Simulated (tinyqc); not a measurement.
From results back to parameters: round or elliptic silicon nanowire with anisotropic valleys (Ritz method). Three cases, with inputs chosen for the exercise.

Problem. For a circular wire every level scales as 1/R^2. The lowest level of group A was computed from a hidden radius.

Wire along x = [110] on a (001) wafer, y = [-110], z = [001]. Valley groups (w = inverse masses): A, two valleys along z: w_y = 1/mt, w_z = 1/ml, m_x = mt; B, four valleys in the wafer plane: w_y = (1/ml + 1/mt)/2, w_z = 1/mt, m_x = (ml + mt)/2.

Hard wall on the ellipse (y/a)^2 + (z/b)^2 = 1, c = hbar^2/2m0. With u = y/a, v = z/b the operator is -c [(w_y/a^2) d2/du2 + (w_z/b^2) d2/dv2] on the unit disc. Basis (1 - u^2 - v^2) u^i v^j; S, X and Y are the disc integrals of f f', (df/du)(df'/du) and (df/dv)(df'/dv), from the integral of u^p v^q = 2 Gamma((p+1)/2) Gamma((q+1)/2)/((p + q + 2) Gamma((p+q+2)/2)) for even p, q; H = c (w_y X/a^2 + w_z Y/b^2).

Converged values use 21 functions of each parity class (e or o in u, then in v).

Constants: hbar^2/2m0 = 3.80998211 eV angstrom^2.

Find: E R^2/c; R.

Case 1.

Values chosen (out of a larger set: near those of a Si nanowire; not measured data): ml = 0.929 m0 (longitudinal mass); mt = 0.192 m0 (transverse mass).

level = 0.070817 eV

Solution.

E R^2/c = 17.862
R = 31.0 angstrom

Solve once for R = 1 and scale. The mean inverse mass would give 2.404826^2 (1/mt + 1/ml)/2 = 18.173, 1.7 % too high.

Case 2.

Values chosen (out of a larger set: near those of a Si nanowire; not measured data): ml = 0.928 m0 (longitudinal mass); mt = 0.193 m0 (transverse mass).

level = 0.153708 eV

Solution.

E R^2/c = 17.791
R = 21.0 angstrom

Solve once for R = 1 and scale. The mean inverse mass would give 2.404826^2 (1/mt + 1/ml)/2 = 18.098, 1.7 % too high.

Case 3.

Values chosen (out of a larger set: near those of a Si nanowire; not measured data): ml = 0.899 m0 (longitudinal mass); mt = 0.19 m0 (transverse mass).

level = 0.119916 eV

Solution.

E R^2/c = 18.129
R = 24.0 angstrom

Solve once for R = 1 and scale. The mean inverse mass would give 2.404826^2 (1/mt + 1/ml)/2 = 18.435, 1.7 % too high.

Computed by tinyqc, one run a case: `OMP_NUM_THREADS=1 python tinyqc.py N N+1 out.jsonl` with N = 1281587, 1281593, 1281612; one thread of a shared Intel(R) Xeon(R) Processor @ 2.30GHz, about 0.06 s a run at most.
